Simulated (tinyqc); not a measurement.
Modulation-doped quantum well, Poisson-Schroedinger loop with local exchange and correlation: course of the self-consistent loop.

A well of width L centred at z = 0 between barriers Vb; effective-mass electrons, parabolic bands. The electrons come from donor sheets outside the mesh, a share fL of Ns on the left and the rest on the right, so the structure is neutral. Energies are counted from the band edge of the well, with U = 0 on the first node in the Hartree part.

V0 = 0 in the well and Vb outside, plus q Fz z (1 kV/cm = 1e-4 eV/nm).

Tridiagonal Hamiltonian with psi = 0 one step beyond both ends: H_ii = C (1/m_(i-1/2) + 1/m_(i+1/2))/hz^2 + V0_i + U_i, H_(i,i+1) = -C/(m_(i+1/2) hz^2), C = hbar^2/(2 m0). The lowest 2 level(s) are kept, normalised to hz sum |psi|^2 = 1.

Level k holds N_k = D_k Vt ln(1 + exp((EF - E_k)/Vt)) with D = md m0 q/(pi hbar^2) per eV (spin included); EF is fixed by sum N_k = Ns.

n_i = sum_k N_k |psi_k|^2 (converted to cm^-3). Hartree part by Gauss: on the interval after node i the enclosed sheet charge is S_i = fL Ns - hz sum_(j<=i) n_j, and U_(i+1) = U_i + q S_i hz/(eps0 eps_r) in eV, U_1 = 0. Added to it: V_xc = -(2 Ry/(pi al rs)) [1 + 0.7734 (rs/21) ln(1 + 21/rs)] (Hedin-Lundqvist), al = (4/(9 pi))^(1/3), rs = (3/(4 pi n))^(1/3)/aB, aB = 4 pi eps0 eps_r hbar^2/(md m0 q^2), Ry = q/(8 pi eps0 eps_r aB) in eV. Mixing: U(new) = U + a (U(out) - U).

Start from U = 0. Stop when the largest |U(out) - U| is below 1e-7 eV, or after 40 rounds.

Values chosen for this exercise; material values those of a made-up well:
- T = 4.2 K (temperature)
- md = 0.0551 m0 (in-plane mass)
- Vb = 0.219 eV (barrier height)
- eps_r = 10.5 (relative permittivity (all layers))
- L = 25.6 nm (well width)
- hz = 3.2 nm (mesh step)
- Ns = 6.2e11 cm^-2 (sheet density of electrons)
- fL = 0.25 (share of the donors on the left side)
- Fz = 0 kV/cm (applied field along z)
- a = 1 (mixing factor)

Constants: q = 1.602176634e-19 C, kB = 1.380649e-23 J/K, hbar = 1.054571817e-34 J s, m0 = 9.1093837015e-31 kg, Vt = kB T/q, eps0 = 8.8541878128e-14 F/cm where lengths are in cm, hbar^2/(2 m0) = 0.0380998212 eV nm^2. Results are converted to the units shown.

z, node 1 to 18 (nm): -27.2  -24  -20.8  -17.6  -14.4  -11.2  -8  -4.8  -1.6  1.6  4.8  8  11.2  14.4  17.6  20.8  24  27.2
mass on the intervals 1/2, 3/2, ... (mean of both at an interface) (m0): 0.0939  0.0939  0.0939  0.0939  0.0939  0.08735  0.0808  0.0808  0.0808  0.0808  0.0808  0.0808  0.0808  0.08735  0.0939  0.0939  0.0939  0.0939  0.0939

Course of the iteration:
```
round  level E1 (eV)      EF (eV)  largest |U(out) - U| (eV)
1         0.00497457    0.0256969                      0.145
2          0.0122338    0.0391705                     0.0907
3          0.0640265    0.0862735                      0.135
4         -0.0291262  -0.00218962                      0.140
5          0.0649406    0.0876755                      0.143
6         -0.0321169  -0.00518028                      0.144
7          0.0649882    0.0877536                      0.144
8         -0.0323055  -0.00536890                      0.144
9          0.0649910    0.0877582                      0.144
...              ...          ...                        ...
32        -0.0323170  -0.00538037                      0.144
33         0.0649912    0.0877584                      0.144
34        -0.0323170  -0.00538037                      0.144
35         0.0649912    0.0877584                      0.144
36        -0.0323170  -0.00538037                      0.144
37         0.0649912    0.0877584                      0.144
38        -0.0323170  -0.00538037                      0.144
39         0.0649912    0.0877584                      0.144
40        -0.0323170  -0.00538037                      0.144
```

Did this iteration meet its convergence test, and what does its course show?

No. Not converged within 40 rounds: the residual has levelled off at one value. The lowest level moves up and down in turn: each round overcorrects the one before. Reruns converge within the same cap with Anderson mixing of depth 4 with a = 0.5 (10 rounds) and with plain mixing with a = 0.5 (21 rounds).

Range of the model: The highest level kept holds over 3 % of the electrons, so higher levels would take a share too.

Program tinyqc, `OMP_NUM_THREADS=1 python tinyqc.py 2140015 2140016 out.jsonl`; Intel Xeon 2.30GHz, shared host, one thread, about 0.7 s.
